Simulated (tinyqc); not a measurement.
## Pinning factor and decay constant from two barriers

Problem. phiB = S (phiM - chi) + (1 - S)(Eg - E0) with S = 1/(1 + (1/S0 - 1) exp(-be ti)). Find S0, S at the given thickness and be.

Parameters, values chosen for the exercise; semiconductor values close to those of silicon; interlayer mass of the order of that in strontium titanate, offset chosen freely:
```
symbol  value  unit                                         meaning
Eg       1.12    eV                                        band gap
chi       4.2    eV                               electron affinity
E0       0.35    eV  charge-neutrality level above the valence band
phiM     4.48    eV                             metal work function
```

phiB at ti = 0, 0.5 nm (eV): 0.6377  0.33813335

Answer. Each barrier gives its S by linear interpolation between the pinned and the unpinned value; the ratio of the two values of 1/S - 1 is exp(be ti).

S0 = 0.270
S = 0.881
be = 6.00 1/nm

Program tinyqc, `OMP_NUM_THREADS=1 python tinyqc.py 2270141 2270142 out.jsonl`; Intel Xeon 2.30GHz, shared host, one thread, about 0.04 s.
